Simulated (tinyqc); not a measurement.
UHF in the sto-6g basis, for BeH2, spin multiplicity 1, step by step. This run ends on a higher stationary point, not on the lowest solution. One step of it, computed by the program tinyqc.

Problem. Iteration 1: building the Fock matrix. J_ij = sum D_kl (ij|kl) with D = D(alpha) + D(beta), K_ij = sum D_kl (ik|jl) for each spin; F = H + J - K(s); E = tr D H + tr D J / 2 - 0.5 sum_s tr D(s) K(s) + E_nn.

D(alpha) at the start, lower triangle:
```
,1Be 1s,1Be 2s,1Be 2px,1Be 2py,1Be 2pz,2H 1s,3H 1s
1Be 1s,1.016131
1Be 2s,-0.085258,0.429239
1Be 2px,-0.083691,0.254203,0.151647
1Be 2py,0.000000,0.000000,0.000000,0.529140
1Be 2pz,-0.014343,0.044686,0.026646,0.000000,0.004682
2H 1s,-0.079590,0.214552,0.128290,0.215056,0.022538,0.196014
3H 1s,-0.079590,0.214552,0.128290,-0.215056,0.022538,0.021206,0.196014
```

D(beta) at the start, lower triangle:
```
,1Be 1s,1Be 2s,1Be 2px,1Be 2py,1Be 2pz,2H 1s,3H 1s
1Be 1s,1.016131
1Be 2s,-0.085258,0.429239
1Be 2px,0.083691,-0.254203,0.151647
1Be 2py,0.000000,0.000000,0.000000,0.529140
1Be 2pz,-0.014343,0.044686,-0.026646,0.000000,0.004682
2H 1s,-0.079590,0.214552,-0.128290,0.215056,0.022538,0.196014
3H 1s,-0.079590,0.214552,-0.128290,-0.215056,0.022538,0.021206,0.196014
```

core Hamiltonian H = T + V (hartree), lower triangle:
```
,1Be 1s,1Be 2s,1Be 2px,1Be 2py,1Be 2pz,2H 1s,3H 1s
1Be 1s,-8.506253
1Be 2s,-2.000838,-2.633017
1Be 2px,0.000000,0.000000,-2.149822
1Be 2py,0.000000,0.000000,0.000000,-2.274965
1Be 2pz,-0.001414,-0.013645,0.000000,0.000000,-2.150513
2H 1s,-0.166102,-0.630635,0.000000,-0.756608,-0.056950,-1.731041
3H 1s,-0.166102,-0.630635,0.000000,0.756608,-0.056950,-0.015867,-1.731041
```

Two-electron integrals (ij|kl) in chemists' order, unique and non-zero (hartree):
```
i,j,k,l,(ij|kl)
1,1,1,1,2.299996
2,1,1,1,0.361879
2,1,2,1,0.071926
2,2,1,1,0.570332
2,2,2,1,0.139654
2,2,2,2,0.417773
3,1,3,1,0.015252
3,2,3,1,0.022555
3,2,3,2,0.092340
3,3,1,1,0.570332
3,3,2,1,0.139654
3,3,2,2,0.417773
3,3,3,3,0.450117
4,1,4,1,0.015252
4,2,4,1,0.022555
4,2,4,2,0.092340
4,3,4,3,0.024258
4,4,1,1,0.570332
4,4,2,1,0.139654
4,4,2,2,0.417773
4,4,3,3,0.401601
4,4,4,4,0.450117
5,1,5,1,0.015252
5,2,5,1,0.022555
5,2,5,2,0.092340
5,3,5,3,0.024258
5,4,5,4,0.024258
5,5,1,1,0.570332
5,5,2,1,0.139654
5,5,2,2,0.417773
5,5,3,3,0.401601
5,5,4,4,0.401601
5,5,5,5,0.450117
6,1,1,1,0.030120
6,1,2,1,0.005839
6,1,2,2,0.011381
6,1,3,3,0.011287
6,1,4,1,0.000584
6,1,4,2,0.001159
6,1,4,4,0.011568
6,1,5,1,0.000043
6,1,5,2,0.000086
6,1,5,4,0.000021
6,1,5,5,0.011288
6,1,6,1,0.000502
6,2,1,1,0.105321
6,2,2,1,0.026395
6,2,2,2,0.090303
6,2,3,3,0.086588
6,2,4,1,0.003538
6,2,4,2,0.023747
6,2,4,4,0.097673
6,2,5,1,0.000263
6,2,5,2,0.001765
6,2,5,4,0.000824
6,2,5,5,0.086649
6,2,6,1,0.002401
6,2,6,2,0.034131
6,3,3,1,0.002063
6,3,3,2,0.010421
6,3,4,3,0.003701
6,3,5,3,0.000275
6,3,6,3,0.002452
6,4,1,1,0.125021
6,4,2,1,0.031625
6,4,2,2,0.112356
6,4,3,3,0.105949
6,4,4,1,0.005606
6,4,4,2,0.036721
6,4,4,4,0.125106
6,4,5,1,0.000263
6,4,5,2,0.001954
6,4,5,4,0.001149
6,4,5,5,0.106013
6,4,6,1,0.002975
6,4,6,2,0.047646
6,4,6,4,0.067698
6,5,1,1,0.009290
6,5,2,1,0.002350
6,5,2,2,0.008349
6,5,3,3,0.007873
6,5,4,1,0.000263
6,5,4,2,0.001954
6,5,4,4,0.008747
6,5,5,1,0.002083
6,5,5,2,0.010566
6,5,5,4,0.003766
6,5,5,5,0.008428
6,5,6,1,0.000221
6,5,6,2,0.003541
6,5,6,4,0.004848
6,5,6,5,0.002812
6,6,1,1,0.279844
6,6,2,1,0.071245
6,6,2,2,0.272263
6,6,3,3,0.254824
6,6,4,1,0.009383
6,6,4,2,0.084941
6,6,4,4,0.306851
6,6,5,1,0.000697
6,6,5,2,0.006312
6,6,5,4,0.003866
6,6,5,5,0.255112
6,6,6,1,0.006561
6,6,6,2,0.141271
6,6,6,4,0.206817
6,6,6,5,0.015369
6,6,6,6,0.774999
7,1,1,1,0.030120
7,1,2,1,0.005839
7,1,2,2,0.011381
7,1,3,3,0.011287
7,1,4,1,-0.000584
7,1,4,2,-0.001159
7,1,4,4,0.011568
7,1,5,1,0.000043
7,1,5,2,0.000086
7,1,5,4,-0.000021
7,1,5,5,0.011288
7,1,6,1,0.000453
7,1,6,2,0.001980
7,1,6,4,0.002313
7,1,6,5,0.000185
7,1,6,6,0.005361
7,1,7,1,0.000502
7,2,1,1,0.105321
7,2,2,1,0.026395
7,2,2,2,0.090303
7,2,3,3,0.086588
7,2,4,1,-0.003538
7,2,4,2,-0.023747
7,2,4,4,0.097673
7,2,5,1,0.000263
7,2,5,2,0.001765
7,2,5,4,-0.000824
7,2,5,5,0.086649
7,2,6,1,0.001980
7,2,6,2,0.015133
7,2,6,4,0.017787
7,2,6,5,0.001552
7,2,6,6,0.045313
7,2,7,1,0.002401
7,2,7,2,0.034131
7,3,3,1,0.002063
7,3,3,2,0.010421
7,3,4,3,-0.003701
7,3,5,3,0.000275
7,3,6,3,0.000755
7,3,7,3,0.002452
7,4,1,1,-0.125021
7,4,2,1,-0.031625
7,4,2,2,-0.112356
7,4,3,3,-0.105949
7,4,4,1,0.005606
7,4,4,2,0.036721
7,4,4,4,-0.125106
7,4,5,1,-0.000263
7,4,5,2,-0.001954
7,4,5,4,0.001149
7,4,5,5,-0.106013
7,4,6,1,-0.002313
7,4,6,2,-0.017787
7,4,6,4,-0.020643
7,4,6,5,-0.001806
7,4,6,6,-0.053602
7,4,7,1,-0.002975
7,4,7,2,-0.047646
7,4,7,4,0.067698
7,5,1,1,0.009290
7,5,2,1,0.002350
7,5,2,2,0.008349
7,5,3,3,0.007873
7,5,4,1,-0.000263
7,5,4,2,-0.001954
7,5,4,4,0.008747
7,5,5,1,0.002083
7,5,5,2,0.010566
7,5,5,4,-0.003766
7,5,5,5,0.008428
7,5,6,1,0.000185
7,5,6,2,0.001552
7,5,6,4,0.001806
7,5,6,5,0.000912
7,5,6,6,0.004702
7,5,7,1,0.000221
7,5,7,2,0.003541
7,5,7,4,-0.004848
7,5,7,5,0.002812
7,6,1,1,0.002599
7,6,2,1,0.000637
7,6,2,2,0.001996
7,6,3,3,0.001954
7,6,4,4,0.002076
7,6,5,1,0.000013
7,6,5,2,0.000071
7,6,5,5,0.001958
7,6,6,1,0.000052
7,6,6,2,0.000479
7,6,6,4,0.000615
7,6,6,5,0.000054
7,6,6,6,0.001596
7,6,7,1,0.000052
7,6,7,2,0.000479
7,6,7,4,-0.000615
7,6,7,5,0.000054
7,6,7,6,0.000010
7,7,1,1,0.279844
7,7,2,1,0.071245
7,7,2,2,0.272263
7,7,3,3,0.254824
7,7,4,1,-0.009383
7,7,4,2,-0.084941
7,7,4,4,0.306851
7,7,5,1,0.000697
7,7,5,2,0.006312
7,7,5,4,-0.003866
7,7,5,5,0.255112
7,7,6,1,0.005361
7,7,6,2,0.045313
7,7,6,4,0.053602
7,7,6,5,0.004702
7,7,6,6,0.140439
7,7,7,1,0.006561
7,7,7,2,0.141271
7,7,7,4,-0.206817
7,7,7,5,0.015369
7,7,7,6,0.001596
7,7,7,7,0.774999
```

nuclear repulsion = 2.38129834 hartree

Give: Coulomb J; exchange K(alpha); exchange K(beta); F(alpha); F(beta); total energy of this density.

Solution.

Coulomb J (hartree), lower triangle:
```
,1Be 1s,1Be 2s,1Be 2px,1Be 2py,1Be 2pz,2H 1s,3H 1s
1Be 1s,6.420
1Be 2s,1.175,2.599
1Be 2px,0.000,0.000,2.560
1Be 2py,0.000,0.000,0.000,2.690
1Be 2pz,0.005,0.028,0.000,0.000,2.547
2H 1s,0.097,0.584,0.000,0.739,0.057,1.925
3H 1s,0.097,0.584,0.000,-0.739,0.057,0.013,1.925
```

exchange K(alpha) (hartree), lower triangle:
```
,1Be 1s,1Be 2s,1Be 2px,1Be 2py,1Be 2pz,2H 1s,3H 1s
1Be 1s,2.313
1Be 2s,0.390,0.396
1Be 2px,-0.004,0.141,0.145
1Be 2py,0.000,0.000,0.000,0.456
1Be 2pz,-0.001,0.031,0.013,0.000,0.083
2H 1s,0.033,0.180,0.057,0.225,0.018,0.352
3H 1s,0.033,0.180,0.057,-0.225,0.018,-0.004,0.352
```

exchange K(beta) (hartree), lower triangle:
```
,1Be 1s,1Be 2s,1Be 2px,1Be 2py,1Be 2pz,2H 1s,3H 1s
1Be 1s,2.313
1Be 2s,0.390,0.396
1Be 2px,0.004,-0.141,0.145
1Be 2py,0.000,0.000,0.000,0.456
1Be 2pz,-0.001,0.031,-0.013,0.000,0.083
2H 1s,0.033,0.180,-0.057,0.225,0.018,0.352
3H 1s,0.033,0.180,-0.057,-0.225,0.018,-0.004,0.352
```

F(alpha) (hartree), lower triangle:
```
,1Be 1s,1Be 2s,1Be 2px,1Be 2py,1Be 2pz,2H 1s,3H 1s
1Be 1s,-4.399
1Be 2s,-1.216,-0.430
1Be 2px,0.004,-0.141,0.266
1Be 2py,0.000,0.000,0.000,-0.041
1Be 2pz,0.004,-0.017,-0.013,0.000,0.313
2H 1s,-0.102,-0.227,-0.057,-0.243,-0.019,-0.159
3H 1s,-0.102,-0.227,-0.057,0.243,-0.019,0.001,-0.159
```

F(beta) (hartree), lower triangle:
```
,1Be 1s,1Be 2s,1Be 2px,1Be 2py,1Be 2pz,2H 1s,3H 1s
1Be 1s,-4.399
1Be 2s,-1.216,-0.430
1Be 2px,-0.004,0.141,0.266
1Be 2py,0.000,0.000,0.000,-0.041
1Be 2pz,0.004,-0.017,0.013,0.000,0.313
2H 1s,-0.102,-0.227,0.057,-0.243,-0.019,-0.159
3H 1s,-0.102,-0.227,0.057,0.243,-0.019,0.001,-0.159
```

total energy of this density = -15.38165 hartree

This density is the starting one.
